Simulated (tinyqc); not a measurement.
Worked calculation: extended Hueckel theory, for H4. One step of it, computed by the program tinyqc.

Task: Orbitals. Solve H C = S C e through S^(-1/2); fill by pairs from the bottom, a degenerate level sharing its electrons equally; each orbital has its largest coefficient positive (the first on a tie).

H (eV), lower triangle:
```
,1H 1s,2H 1s,3H 1s,4H 1s
1H 1s,-13.600000
2H 1s,-14.373063,-13.600000
3H 1s,-2.383500,-8.238419,-13.600000
4H 1s,-0.577548,-2.383500,-14.373063,-13.600000
```

overlap S, lower triangle:
```
,1H 1s,2H 1s,3H 1s,4H 1s
1H 1s,1.000000
2H 1s,0.603910,1.000000
3H 1s,0.100147,0.346152,1.000000
4H 1s,0.024267,0.100147,0.603910,1.000000
```

valence electrons = 4

Give: orbital energies; occupations; coefficients; sum of one-electron energies.

Result:

orbital energies (eV): -18.4525  -16.2087  -1.7693  11.8715

occupations: 2.0000  2.0000  0.0000  0.0000

coefficients:
```
,MO1,MO2,MO3,MO4
1H 1s,0.3192,0.4926,0.8126,-0.7799
2H 1s,0.4003,0.3598,-0.6478,1.0679
3H 1s,0.4003,-0.3598,-0.6478,-1.0679
4H 1s,0.3192,-0.4926,0.8126,0.7799
```

sum of one-electron energies = -69.3223 eV
